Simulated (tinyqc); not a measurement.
Hopping conduction between localised states: one step, computed by the program tinyqc. Command: `OMP_NUM_THREADS=1 python tinyqc.py 3023988 3023989 out.jsonl hop walk`. One thread of a shared host (Intel(R) Xeon(R) Processor @ 2.30GHz), about 0.01 s of CPU time with the checks.

Energies are counted from the Fermi level. A small network shows the mechanism; the laws of an infinite system follow.

Question. Critical path. Critical exponent s_c: the smallest value such that bonds with s_ij <= s_c connect site 1 with site 7.

Inputs (values chosen for the exercise, for a model impurity band): temperature T = 200 K.

Dimension: 3D.

s_ij:
```
          1         2        3        4         5         6         7
1   0.00000   2.84087  4.61392  8.27288  10.17801  11.78600  13.03731
2   2.84087   0.00000  4.77595  6.29172   8.99440  10.61001  11.85804
3   4.61392   4.77595  0.00000  5.80819   6.56677   7.96269   9.17803
4   8.27288   6.29172  5.80819  0.00000   4.77856   6.00167   7.43109
5  10.17801   8.99440  6.56677  4.77856   0.00000   4.75249   6.83874
6  11.78600  10.61001  7.96269  6.00167   4.75249   0.00000   3.04714
7  13.03731  11.85804  9.17803  7.43109   6.83874   3.04714   0.00000
```

Give: critical exponent s_c.

Answer.

critical exponent s_c = 5.808
